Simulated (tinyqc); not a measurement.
Parabolic quantum dot in a magnetic field (Fock-Darwin): one step. Singlet and triplet of two electrons.

Two electrons, first order in the Coulomb energy: the singlet (0,0)^2 has 2W + J0 and the lowest triplet (0,0)(0,1) has 3W - wc/2 + J0/2 - Ez, with J0 = sqrt(pi/2) q/(eps lam), q = e^2/(4 pi eps0), Ez = |gs| muB B.

Constants: e^2/(4 pi eps0) = 14.39964547 eV angstrom.

Inputs chosen for the exercise (out of a larger set: near those of a gate-defined dot in Si; not measured data): eps = 12 (dielectric constant).

hbar W = 5.551689 meV
hbar wc = 1.511616 meV
Zeeman energy = 0.277669 meV
lam = 85.354 angstrom

Task: Give J0, the triplet less the singlet, and J0/W.

Give: J0; E(T) - E(S); J0/W.

Result:

J0 = 17.620 meV
E(T) - E(S) = -4.292 meV
J0/W = 3.17

The triplet is lower at this order. J0 exceeds W, so first order overstates the interaction and the result is only a guide.

(tinyqc, `OMP_NUM_THREADS=1 python tinyqc.py 1280820 1280821 out.jsonl`, Intel(R) Xeon(R) Processor @ 2.30GHz, 1 thread, shared host, about 0.1 s.)
